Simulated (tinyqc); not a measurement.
# Thermionic emission over a Gaussian spread of barriers: effect of temperature

Metal on an n-type semiconductor with one parabolic valley; V > 0 is forward bias (metal positive). Patches of barrier height b are spread as a Gaussian with mean phi - r2 V and variance sg^2 + r3 V; each carries A* T^2 exp(-b/Vt) [exp(V/Vt) - 1].

A* = 4 pi q me m0 kB^2/h^3 (times 1e-4 for A/(cm^2 K^2)). The mean of exp(-b/Vt) gives the apparent barrier phi_ap(V) = phi - r2 V - (sg^2 + r3 V)/(2 Vt), J = A* T^2 exp(-phi_ap/Vt) [exp(V/Vt) - 1], and 1/n = 1 + r2 + r3/(2 Vt). J0 = A* T^2 exp(-phi_ap(0)/Vt); the current at zero bias is centred on b = phi - sg^2/Vt.

Values chosen for this exercise; band and dielectric values close to those of gallium arsenide:
```
symbol    value  unit                                                            meaning
me       0.0681    m0                                                      electron mass
phi        0.57    eV                                 barrier height seen from the metal
sg        0.033    eV                          standard deviation of the barrier heights
r2       -0.059        shift of the mean barrier per volt, with its sign reversed (rho2)
r3      -0.0021     V                                     change of sg^2 per volt (rho3)
```

Constants: q = 1.602176634e-19 C, kB = 1.380649e-23 J/K, h = 6.62607015e-34 J s, m0 = 9.1093837015e-31 kg, Vt = kB T/q. Results are converted to the units shown.

Results:
```
T (K)	phi_ap(0) (eV)	n	J0 (A/cm^2)	barrier that carries most current (eV)
100	0.50681	1.2208	2.3479e-21	0.44363
140	0.52487	1.1710	2.0457e-14	0.47973
180	0.53490	1.1451	2.7994e-10	0.49979
220	0.54128	1.1292	1.5781e-7	0.51256
260	0.54570	1.1184	1.4630e-5	0.52139
350	0.55195	1.1035	0.011309	0.53389
400	0.55420	1.0983	0.13628	0.53841
```

Estimate the missing row, T = 300 K.

Computed row:
```
T (K)	phi_ap(0) (eV)	n	J0 (A/cm^2)	barrier that carries most current (eV)
300	0.54894	1.1106	4.4203e-4	0.52788
```

With this row back in the table: The apparent barrier rises from 0.507 to 0.554 eV and n falls from 1.22 to 1.10. A Richardson plot, ln(J0/T^2) against 1/Vt, has the slope -0.462 eV between the first two rows and -0.536 eV between the last two, against phi = 0.57 eV: the plot bends, because cold electrons seek the low patches. In 1 of the 8 rows sg exceeds 3 Vt, so the current comes from more than three deviations below the mean, a tiny share of the area that a Gaussian of independent patches describes poorly.

tinyqc, about 0.01 s, one thread, Intel Xeon 2.30GHz (shared host): `OMP_NUM_THREADS=1 python tinyqc.py 2640169 2640170 out.jsonl`
